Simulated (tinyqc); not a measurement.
# Trap density from one capacitance

Problem. Traps spread evenly through the insulator exchange electrons with the semiconductor by tunnelling, with tau(x) = t0 exp(2 ka x) at depth x from the interface. The admittance per area Y seen at depth x obeys dY/dx = -Y^2/(i w eps0 eox) + q Nb ln(1 + i w tau)/tau, with Y(0) = i w Cs and w = 2 pi f; the gate sees Y(tox) = G + i w C. Working variable y = Y/(i w), in uF/cm^2. Cox = eps0 eox/tox. Find Nb and G/w.

Inputs (values chosen for the exercise): relative permittivity of the insulator eox = 22.8; insulator thickness tox = 8.7 nm; semiconductor capacitance in accumulation Cs = 1.9 uF/cm^2; decay constant of the wave function in the insulator ka = 5.6 1/nm; time constant of a trap at the interface t0 = 2e-9 s; frequency f = 1000 Hz.

Constants: q = 1.602176634e-19 C, eps0 = 8.8541878128e-14 F/cm where lengths are in cm. Results are converted to the units shown.

C = 1.0706700 uF/cm^2

Answer. C rises steadily with Nb, so one density matches; in practice ka and t0 must come from the frequency dependence.

Nb = 4.50e18 cm^-3 eV^-1
G/w = 0.00360 uF/cm^2

tinyqc, about 0.5 s, one thread, Intel Xeon 2.30GHz (shared host): `OMP_NUM_THREADS=1 python tinyqc.py 2202065 2202066 out.jsonl`
